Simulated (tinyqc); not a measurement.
## Two-junction solar cell, detailed-balance limit: effect of the gap of the top cell

The top cell takes all photons above E1, the bottom cell those between E2 and E1. Each cell follows J = Jsc - J0 (exp(V/Vt) - 1) with J0 = q ge Phi(gap, T)/ERE; light emitted by one cell and absorbed by the other is left out. In series both carry one current; wired apart (four terminals) each works at its own maximum power point. Efficiencies are counted against Pin = fs X sigma Ts^4.

Photon flux above E from a black body at temperature T into a hemisphere: Phi(E, T) = A sum_k exp(-k E/th)[E^2 th/k + 2 E th^2/k^2 + 2 th^3/k^3], k = 1, 2, ..., with th = kB T/q in eV and A = 2 pi q^3/(h^3 c^2). J1 = q fs X Phi(E1, Ts), J2 = q fs X [Phi(E2, Ts) - Phi(E1, Ts)], J01 and J02 as above; sigma = 2 pi^5 kB^4/(15 h^3 c^2). In series V(J) = Vt [ln((J1 - J)/J01 + 1) + ln((J2 - J)/J02 + 1)], and J V(J) is largest where V = J Vt [1/(J1 - J + J01) + 1/(J2 - J + J02)]. Apart, each cell has (1 + v) exp(v) = 1 + Jsc/J0 at its maximum power point, v = Vmp/Vt.

Parameters, values chosen for the exercise: cell temperature T = 320 K; temperature of the black-body sun Ts = 6000 K; share of the hemisphere filled by the sun fs = 2.16e-5; concentration X = 1; external radiative efficiency ERE = 0.3; number of faces that emit ge = 1; gap of the bottom cell E2 = 0.73 eV.

Constants: q = 1.602176634e-19 C, kB = 1.380649e-23 J/K, h = 6.62607015e-34 J s, c = 299792458 m/s, Vt = kB T/q. Results are converted to the units shown.

Effect of the gap of the top cell:
```
E1 (eV)	J1 (mA/cm^2)	J2 (mA/cm^2)	series efficiency (%)	four-terminal efficiency (%)
1.11	62.74	22.14	15.66	32.72
1.22	56.75	28.13	21.67	34.97
1.33	51.08	33.81	28.06	36.62
1.45	45.29	39.59	35.11	37.81
1.56	40.39	44.50	38.28	38.41
1.67	35.87	49.01	36.92	38.61
1.78	31.74	53.14	34.95	38.48
1.9	27.67	57.21	32.55	38.02
2.01	24.31	60.57	30.25	37.39
```

As E1 goes from 1.11 to 2.01 eV, the series efficiency goes from 15.7 through a maximum of 38.3 (at E1 = 1.56 eV among the rows listed) to 30.2 %, and the four-terminal one goes from 32.7 through a maximum of 38.6 (at E1 = 1.67 eV among the rows listed) to 37.4 %. Among the rows the two lie closest, 0.13 points apart, at E1 = 1.56 eV, where J1/J2 = 0.908; the spread over the rows is 22.6 points in series and 5.89 apart. Current matching makes the series cell the more sensitive one. For E1 = 1.11 to 1.33 eV the top cell has surplus current and is radiative, so luminescent coupling, left out here, would help the series cell.

tinyqc, about 0.01 s, one thread, Intel Xeon 2.30GHz (shared host): `OMP_NUM_THREADS=1 python tinyqc.py 2820035 2820036 out.jsonl`
